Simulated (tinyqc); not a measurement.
Inside a calculation. Method: plane-wave Kohn-Sham cycle with exchange-only LDA in a layered model solid. One step of it, computed by the program tinyqc.

Task: Iteration 1: levels at that k. Diagonalise the Hermitian matrix.

H (hartree):
```
,-2,-1,+0,+1,+2
-2,0.417946,-0.355000,-0.030000,0.000000,0.000000
-1,-0.355000,-0.045815,-0.355000,-0.030000,0.000000
+0,-0.030000,-0.355000,-0.200402,-0.355000,-0.030000
+1,0.000000,-0.030000,-0.355000,-0.045815,-0.355000
+2,0.000000,0.000000,-0.030000,-0.355000,0.417946
```

Give: eigenvalues.

Result:

eigenvalues (hartree): -0.710  -0.215  0.188  0.617  0.664
